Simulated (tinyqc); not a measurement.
Worked calculation: RHF in the sto-3g basis, for H6, spin multiplicity 1. One step of it, computed by the program tinyqc.

Question. Iteration 2: building the Fock matrix. J_ij = sum D_kl (ij|kl), K_ij = sum D_kl (ik|jl); F = H + J - 0.5 K; E = tr D H + tr D J / 2 - 0.25 tr D K + E_nn.

D after iteration 1, lower triangle:
```
           1H 1s      2H 1s      3H 1s      4H 1s     5H 1s     6H 1s
1H 1s   0.616535
2H 1s   0.617993   0.739453
3H 1s  -0.122554   0.156985   0.714424
4H 1s  -0.344531  -0.164732   0.586626   0.714911
5H 1s   0.061982  -0.067040  -0.164247   0.156657  0.739081
6H 1s   0.233258   0.062098  -0.343792  -0.122696  0.617950  0.616586
```

core Hamiltonian H = T + V (hartree), lower triangle:
```
           1H 1s      2H 1s      3H 1s      4H 1s      5H 1s      6H 1s
1H 1s  -1.568118
2H 1s  -0.993957  -1.892985
3H 1s  -0.181509  -0.866834  -2.018571
4H 1s  -0.025014  -0.190523  -1.119540  -2.018346
5H 1s  -0.001321  -0.017173  -0.190180  -0.865630  -1.892951
6H 1s  -0.000062  -0.001325  -0.025013  -0.181512  -0.995223  -1.568568
```

Two-electron integrals (ij|kl) in chemists' order, unique and non-zero (hartree):
```
(11|11) 0.774606   (21|11) 0.290773   (21|21) 0.141605   (22|11) 0.464891
(22|21) 0.290773   (22|22) 0.774606   (31|11) 0.033476   (31|21) 0.018330
(31|22) 0.043865   (31|31) 0.002902   (32|11) 0.121454   (32|21) 0.077194
(32|22) 0.219583   (32|31) 0.014722   (32|32) 0.086184   (33|11) 0.233754
(33|21) 0.144212   (33|22) 0.412410   (33|31) 0.033476   (33|32) 0.219583
(33|33) 0.774606   (41|11) 0.003119   (41|21) 0.001836   (41|22) 0.004756
(41|31) 0.000329   (41|32) 0.001823   (41|33) 0.004755   (41|41) 0.000041
(42|11) 0.019409   (42|21) 0.011995   (42|22) 0.033544   (42|31) 0.002438
(42|32) 0.014750   (42|33) 0.043946   (42|41) 0.000330   (42|42) 0.002913
(43|11) 0.090650   (43|21) 0.053314   (43|22) 0.144422   (43|31) 0.011989
(43|32) 0.077310   (43|33) 0.291215   (43|41) 0.001838   (43|42) 0.018387
(43|43) 0.141984   (44|11) 0.160306   (44|21) 0.090558   (44|22) 0.233857
(44|31) 0.019379   (44|32) 0.121522   (44|33) 0.465207   (44|41) 0.003119
(44|42) 0.033544   (44|43) 0.291215   (44|44) 0.774606   (51|11) 0.000104
(51|21) 0.000062   (51|22) 0.000170   (51|31) 0.000013   (51|32) 0.000078
(51|33) 0.000239   (51|41) 1.77e-06   (51|42) 0.000016   (51|43) 0.000101
(51|44) 0.000184   (51|51) 8.69e-08   (52|11) 0.001228   (52|21) 0.000726
(52|22) 0.001964   (52|31) 0.000155   (52|32) 0.000958   (52|33) 0.003203
(52|41) 0.000023   (52|42) 0.000214   (52|43) 0.001533   (52|44) 0.003203
(52|51) 1.19e-06   (52|52) 0.000018   (53|11) 0.012149   (53|21) 0.006880
(53|22) 0.017833   (53|31) 0.001468   (53|32) 0.009132   (53|33) 0.033476
(53|41) 0.000226   (53|42) 0.002294   (53|43) 0.018351   (53|44) 0.043863
(53|51) 0.000013   (53|52) 0.000214   (53|53) 0.002902   (54|11) 0.051190
(54|21) 0.028088   (54|22) 0.070032   (54|31) 0.005686   (54|32) 0.034092
(54|33) 0.121333   (54|41) 0.000877   (54|42) 0.009136   (54|43) 0.077187
(54|44) 0.219229   (54|51) 0.000052   (54|52) 0.000957   (54|53) 0.014703
(54|54) 0.085937   (55|11) 0.117023   (55|21) 0.062715   (55|22) 0.152018
(55|31) 0.012149   (55|32) 0.070110   (55|33) 0.233754   (55|41) 0.001795
(55|42) 0.017860   (55|43) 0.144344   (55|44) 0.412139   (55|51) 0.000104
(55|52) 0.001964   (55|53) 0.033476   (55|54) 0.219229   (55|55) 0.774606
(61|11) 3.39e-06   (61|21) 1.98e-06   (61|22) 0.000005   (61|31) 4.25e-07
(61|32) 2.64e-06   (61|33) 0.000009   (61|41) 6.29e-08   (61|42) 6.05e-07
(61|43) 4.40e-06   (61|44) 0.000009   (61|52) 5.07e-08   (61|53) 6.04e-07
(61|54) 2.63e-06   (61|55) 0.000005   (62|11) 0.000071   (62|21) 0.000040
(62|22) 0.000104   (62|31) 0.000008   (62|32) 0.000052   (62|33) 0.000185
(62|41) 1.29e-06   (62|42) 0.000013   (62|43) 0.000101   (62|44) 0.000240
(62|51) 7.28e-08   (62|52) 1.19e-06   (62|53) 0.000016   (62|54) 0.000078
(62|55) 0.000171   (62|62) 8.74e-08   (63|11) 0.001301   (63|21) 0.000716
(63|22) 0.001796   (63|31) 0.000146   (63|32) 0.000879   (63|33) 0.003119
(63|41) 0.000022   (63|42) 0.000226   (63|43) 0.001838   (63|44) 0.004755
(63|51) 1.29e-06   (63|52) 0.000023   (63|53) 0.000329   (63|54) 0.001820
(63|55) 0.004755   (63|61) 6.29e-08   (63|62) 1.78e-06   (63|63) 0.000041
(64|11) 0.009228   (64|21) 0.004975   (64|22) 0.012153   (64|31) 0.000976
(64|32) 0.005694   (64|33) 0.019379   (64|41) 0.000146   (64|42) 0.001471
(64|43) 0.011989   (64|44) 0.033476   (64|51) 0.000008   (64|52) 0.000155
(64|53) 0.002434   (64|54) 0.014703   (64|55) 0.043863   (64|61) 4.25e-07
(64|62) 0.000013   (64|63) 0.000329   (64|64) 0.002902   (65|11) 0.049771
(65|21) 0.026316   (65|22) 0.062798   (65|31) 0.004981   (65|32) 0.028158
(65|33) 0.090650   (65|41) 0.000717   (65|42) 0.006900   (65|43) 0.053366
(65|44) 0.144344   (65|51) 0.000040   (65|52) 0.000727   (65|53) 0.011989
(65|54) 0.077187   (65|55) 0.291215   (65|61) 1.98e-06   (65|62) 0.000063
(65|63) 0.001838   (65|64) 0.018351   (65|65) 0.141984   (66|11) 0.095142
(66|21) 0.049716   (66|22) 0.117049   (66|31) 0.009228   (66|32) 0.051264
(66|33) 0.160306   (66|41) 0.001301   (66|42) 0.012172   (66|43) 0.090650
(66|44) 0.233754   (66|51) 0.000071   (66|52) 0.001228   (66|53) 0.019379
(66|54) 0.121333   (66|55) 0.465207   (66|61) 3.39e-06   (66|62) 0.000104
(66|63) 0.003119   (66|64) 0.033476   (66|65) 0.291215   (66|66) 0.774606
```

nuclear repulsion = 4.13126658 hartree

Give: Coulomb J; exchange K; Fock matrix F; total energy of this density.

Answer.

Coulomb J (hartree), lower triangle:
```
       1H 1s  2H 1s  3H 1s  4H 1s  5H 1s  6H 1s
1H 1s  1.805
2H 1s  0.928  2.168
3H 1s  0.152  0.808  2.301
4H 1s  0.019  0.162  1.068  2.301
5H 1s  0.001  0.013  0.162  0.807  2.168
6H 1s  0.000  0.001  0.019  0.152  0.930  1.806
```

exchange K (hartree), lower triangle:
```
        1H 1s   2H 1s   3H 1s  4H 1s  5H 1s  6H 1s
1H 1s   0.939
2H 1s   0.774   1.131
3H 1s   0.155   0.501   1.101
4H 1s  -0.023   0.139   0.772  1.101
5H 1s  -0.003   0.004   0.139  0.500  1.131
6H 1s   0.019  -0.003  -0.023  0.155  0.775  0.940
```

Fock matrix F (hartree), lower triangle:
```
        1H 1s   2H 1s   3H 1s   4H 1s   5H 1s   6H 1s
1H 1s  -0.232
2H 1s  -0.453  -0.291
3H 1s  -0.107  -0.309  -0.268
4H 1s   0.005  -0.098  -0.438  -0.268
5H 1s   0.001  -0.006  -0.098  -0.309  -0.291
6H 1s  -0.010   0.001   0.005  -0.107  -0.453  -0.232
```

total energy of this density = -3.11970 hartree
